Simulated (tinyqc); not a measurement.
Hot carriers by balance equations with a heated Maxwellian: one step, computed by the program tinyqc. Command: `OMP_NUM_THREADS=1 python tinyqc.py 3012940 3012941 out.jsonl hot walk`. One thread of a shared host (Intel(R) Xeon(R) Processor @ 2.30GHz), about 0.01 s of CPU time with the checks.

The carriers follow a Maxwellian at an electron temperature T_e, slightly displaced; the drift energy is neglected against k_B T_e. The balance averages the rate, not the time, so mu_0 lies below the relaxation-time value.

Question. Equilibrium values. Parabolic band: E = hbar^2 k^2/(2 m), speed v = hbar k/m, states per spin, volume and energy g(E) = m k/(2 pi^2 hbar^2). Masses are multiplied by m_0 and all formulas are in SI units. Phonon occupation N_q = 1/(exp(hbar w/(k_B T)) - 1). Acoustic deformation potential (elastic, equipartition, absorption and emission together): 1/tau = 2 pi k_B T D_A^2 g(E)/(hbar rho v_l^2). Optical or intervalley deformation potential: 1/tau = (pi Z_f D_o^2/(rho w)) [N_q g(E + hbar w) + (N_q + 1) g(E - hbar w)], with g = 0 below the band edge. Averages over the Maxwellian, <y> = int y x^(1/2) exp(-x) dx / int x^(1/2) exp(-x) dx with x = E/(k_B T_e), split at x_0 = hbar w/(k_B T_e): 64 Gauss-Legendre points in sqrt(x) below it and 128 in sqrt(x - x_0) above it, up to x = 32. Momentum balance: mu(T_e) = e/(m nu), nu = <x (sum of rates)>/<x>. Power lost per carrier: P(T_e) = hbar w <emission rate - absorption rate> + <(2 m v_l^2/(k_B T)) (E - 2 k_B T) acoustic rate>. Energy relaxation time at weak heating: tau_E = (3/2) k_B / (dP/dT_e), the derivative by a central difference of +/- 0.5 K at T_e = T.

Inputs (values chosen for the exercise, for a model non-polar semiconductor):
```
quantity                                          value       unit
effective mass m                                  0.862        m_0
density rho                                        2980     kg/m^3
sound velocity v_l                                12000        m/s
acoustic deformation potential D_A                   11         eV
phonon energy hbar w                                 54        meV
optical or intervalley deformation potential D_o      5  1e8 eV/cm
final valleys Z_f                                     5          -
lattice temperature T                               300          K
```

Band: parabolic. Solver: damped fixed point.

Constants: k_B = 8.617333262e-05 eV/K; k_B = 1.380649e-23 J/K; e = 1.602176634e-19 C; hbar = 1.054571817e-34 J s; m_0 = 9.1093837015e-31 kg; hbar = 6.582119569e-16 eV s.

Give: low-field mobility mu_0; energy relaxation time tau_E.

Answer.

low-field mobility mu_0 = 111.85 cm^2/(V s)

energy relaxation time tau_E = 0.11018 ps

tau_E is 2.01 times the momentum relaxation time m mu_0/e: energy is lost more slowly than direction, which is why carriers heat.
